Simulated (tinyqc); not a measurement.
Worked calculation: thin-body film or fin with hard walls, valleys of the Si type. Values are carried at full precision from step to step, so a last printed digit may differ when a step is redone from the rounded ones.

Six ellipsoidal valleys with their long axes along the cube axes, mass ml along the axis and mt across it. For a valley whose axis makes the angle theta with the surface normal, 1/m_z = cos^2(theta)/ml + sin^2(theta)/mt sets the confinement; in the plane the masses are m_1 = mt and m_2 = ml mt/m_z, and m_d = sqrt(m_1 m_2).

Constants: hbar^2/2m0 = 3.80998211 eV angstrom^2; kB = 8.617333262e-05 eV/K.

Inputs chosen for the exercise (near those of Si; the results hold for these values, not for the real material): ml = 0.927 m0 (longitudinal mass); mt = 0.191 m0 (transverse mass); face = 100 (face of the film or side wall of the fin); t = 20 angstrom (body thickness); T = 300 K (temperature); g_all = 6 (number of valleys); Ns = 12 x 1e12/cm^2 (sheet density in the on state); alpha = 0.54 1/eV (non-parabolicity).

## Valley masses for the (100) face

Group the valleys by their angle to the normal, heaviest m_z first.

Valleys (masses in m0):

| valleys g | cos^2(theta) | m_z | m_1 | m_2 | m_d |
|---|---|---|---|---|---|
| 2 | 1.0000 | 0.9270 | 0.1910 | 0.1910 | 0.1910 |
| 4 | 0.0000 | 0.1910 | 0.1910 | 0.9270 | 0.4208 |

## Subband edges

A film of thickness t between hard walls, flat band inside: E_n = c (n pi/t)^2/m_z above the bulk edge, c = hbar^2/2m0. Without degeneracy the sheet density is N2 exp((EF - Ec)/kB T) with N2 = sum_i g m_d/(2 pi c) kB T exp(-E_i/kB T) over n = 1 to 40 of each group; a classical film has t Nc with Nc = 2 g_all (m_dos kB T/(4 pi c))^(3/2), m_dos = (ml mt^2)^(1/3). The threshold shift is dVt = kB T ln(t Nc/N2).

The seven lowest levels of all groups together; primes mark the lighter m_z.

Subbands:

| label | valleys g | E (eV) |
|---|---|---|
| 1 | 2 | 0.1014 |
| 2 | 2 | 0.4056 |
| 1' | 4 | 0.4922 |
| 3 | 2 | 0.9127 |
| 4 | 2 | 1.6226 |
| 2' | 4 | 1.9687 |
| 5 | 2 | 2.5353 |

The second subband, 2, lies 304.2 meV above the first, 11.8 kB T at 300 K.

## Effective density of states and threshold shift

Sum the subbands; 1/angstrom^2 = 1e16/cm^2 and 1/angstrom^3 = 1e24/cm^3.

terms of N2 by group (1e12/cm^2): 0.08163  9.798e-08

Nc = 2.769 x 1e19/cm^3
t Nc = 5.538 x 1e12/cm^2
dVt = 109.0 mV

Confinement leaves 1.5 % of the classical states; the heaviest group holds 100 % of the electrons, against 33 % in the bulk.

## Filling at a given sheet density

n_i = g m_d/(2 pi c) kB T ln(1 + exp((EF - E_i)/kB T)) over the levels listed; solve sum n_i = Ns (1e12/cm^2 = 1e-4/angstrom^2); the band bending of the charge itself is left out. c = hbar^2/2m0.

EF = 0.1752 eV

n_i in the order of the list (1e12/cm^2): 11.999  0.001  0.000  0.000  0.000  0.000  0.000

The fullest subband is 1, with 100 %.

## Non-parabolic correction

Each level E0 of the list is replaced by the root of E (1 + alpha E) = E0.

Levels (eV):

| label | parabolic | corrected |
|---|---|---|
| 1 | 0.1014 | 0.0964 |
| 2 | 0.4056 | 0.3424 |
| 1' | 0.4922 | 0.4040 |
| 3 | 0.9127 | 0.6702 |
| 4 | 1.6226 | 1.0393 |
| 2' | 1.9687 | 1.1961 |
| 5 | 2.5353 | 1.4304 |

The lowest level drops by 5.0 meV. Levels above about 1 eV (3 here) lie outside the range of the valley model.

## Checks

- N2 of a 3000 angstrom film, summed over n to convergence, plus the half-term of the walls against t Nc, 1/angstrom^2: both 0.083065.

tinyqc: `OMP_NUM_THREADS=1 python tinyqc.py 1250376 1250377 out.jsonl`; about 0.01 s, one thread, shared Intel(R) Xeon(R) Processor @ 2.30GHz.
